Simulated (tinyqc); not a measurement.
Inside a calculation: two-band k.p model of the X valleys of a zinc-blende crystal. Values are carried at full precision from step to step, so a last printed digit may differ when a step is redone from the rounded ones.

With x = D/D0: for x < 1 the minima lie at k_m = sqrt(ml D0 (1 - x^2)/(4 c)), the hump at X has the height dE = (D0/4)(1 - x)^2 and the mass at the minimum is ml/(1 - x^2); the mass at X is ml/(1 - 1/x), negative for x < 1. For x > 1 the minimum is at X.

Constants: hbar^2/2m0 = 3.80998211 eV angstrom^2; kB = 8.617333262e-05 eV/K.

Values chosen for the exercise (of the order of those of cubic SiC; the results hold for these values, not for the real material): D = 2.997 eV (splitting of the two conduction levels at X); D0 = 1.131 eV (coupling energy); ml = 0.401 m0 (mass along the axis from remote bands); k = 0.121 1/angstrom (wave vector from X); kmax = 0.12 1/angstrom (end of the path); mt = 0.252 m0 (transverse mass); T = 77 K (temperature).

## Shape of the lower band

Give x, k_m, dE and both masses.

x = 2.6499
k_m = 0.00000 1/angstrom
dE = 0.000 meV
mass at the minimum = 0.644 m0
mass at X = 0.644 m0

The splitting wins, so the minimum stays at X, with a mass raised by a factor of 1.61 through the repulsion from the upper band.

## The matrix at one k

k along the valley axis, counted from X, c = hbar^2/2m0, e = c k^2/ml. H = [[e - D/2, i P k], [-i P k, e + D/2]] with P^2 = D0 c/ml, so E = e -/+ sqrt(D^2/4 + D0 e). For D = 0 (diamond lattice) the bands cross at X.

Give P, the matrix, its levels and the weight of the lower X state in the lower band.

P = 3.2781 eV angstrom

H (eV):
```
          1        2
1   -1.3594  0.3966i
2  -0.3966i   1.6376
```

levels (eV): -1.4110  1.6892

weight = 0.9834

## Dispersion along the axis

Nine points; energies of the lower band from its minimum, against a parabola about the minimum with the mass there.

Results:
```
k (1/angstrom)  lower band (meV)  parabola (meV)  gap to the upper band (eV)
0.0000                      0.00            0.00                      2.9970
0.0150                      1.33            1.33                      2.9986
0.0300                      5.33            5.32                      3.0034
0.0450                     12.00           11.98                      3.0115
0.0600                     21.35           21.30                      3.0227
0.0750                     33.41           33.28                      3.0371
0.0900                     48.19           47.92                      3.0545
0.1050                     65.73           65.22                      3.0750
0.1200                     86.05           85.19                      3.0985
```

At kmax the band lies at 86.0 meV and the parabola at 85.2 meV: far from X the curvature returns to 1/ml, so the band is steeper than the parabola of the minimum.

## Thermal masses

Thermal masses along the axis for one X point, lower band, E from the minimum, on 1601 points from -0.8 to 0.8 1/angstrom: density-of-states mass m_d = c I^2/(pi kT), I = integral of exp(-E/kT) dk; conductivity mass m_c = 2 c kT/<(dE/dk)^2> with central differences.

Give m_d, m_c and Nc = 3 x 2 (kT/(4 pi c))^(3/2) mt sqrt(m_d) for three X points; 1 angstrom^-3 = 1e24 cm^-3.

m_d = 0.643 m0
m_c = 0.642 m0
Nc = 1.979e+18 cm^-3

The edge mass is 0.644, and at this temperature the thermal masses hardly differ from it.

## Checks

- Thermal masses without coupling against ml: both 0.4010.

Computed by tinyqc, a small Python program: `OMP_NUM_THREADS=1 python tinyqc.py 1850233 1850234 out.jsonl` (the numbers bound the seed that draws the inputs); one thread of a shared host (Intel(R) Xeon(R) Processor @ 2.30GHz), about 0.01 s for the whole set of steps.
